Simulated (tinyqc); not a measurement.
Time-dependent dielectric breakdown: cell percolation, Weibull statistics, area scaling and voltage extrapolation: one step, computed by the program tinyqc. Command: `OMP_NUM_THREADS=1 python tinyqc.py 3004213 3004214 out.jsonl tddb walk`. One thread of a shared host (Intel(R) Xeon(R) Processor @ 2.30GHz), about 0.01 s of CPU time with the checks.

The oxide is divided into columns of area a^2, each holding m = t_ox/a cells (m is taken as continuous). A share lambda(t) = (t/t_1)^alpha of the cells is defective, and a column whose cells are all defective breaks down.

Task: Projection to use conditions. All three voltage laws share the slope n at the stress voltage. Factor t(V_u)/t(V): E law exp(n (1 - V_u/V)); 1/E law exp(n (V/V_u - 1)); power law (V/V_u)^n. Temperatures in kelvin are T(C) + 273.15. Temperature factor exp[(E_a/k_B)(1/T_u - 1/T)]; area factor (A/A_u)^(1/beta); percentile factor (-ln(1 - F))^(1/beta); life = t63 x all four; 1 year = 3.15576e7 s.

Inputs (values chosen for the exercise, for a model gate oxide): test area A = 600 um^2; product area A_u = 7e+06 um^2; stress voltage V = 5.09 V; use voltage V_u = 2.3 V; local exponent n = -d ln t/d ln V at the stress voltage = 30; activation energy E_a = 0.74 eV; stress temperature T = 140 C; use temperature T_u = 85 C; allowed failure fraction F = 0.001.

Voltage law used: E.

Weibull slope beta = 1.347857

characteristic life t63 = 197.3435 s

Constants: k_B = 8.617333262e-05 eV/K.

Give: voltage factor; temperature factor; area factor; percentile factor; projected life.

Result:

voltage factor = 1.385e+07

temperature factor = 24.33

area factor = 9.609e-04

percentile factor = 0.005948

projected life = 0.01205 years

Area and percentile together cost 5.2 decades, voltage and temperature return 8.5; a ten-year target is missed. Caution: t_1 is an input here; in a real oxide it changes with thickness at fixed voltage.
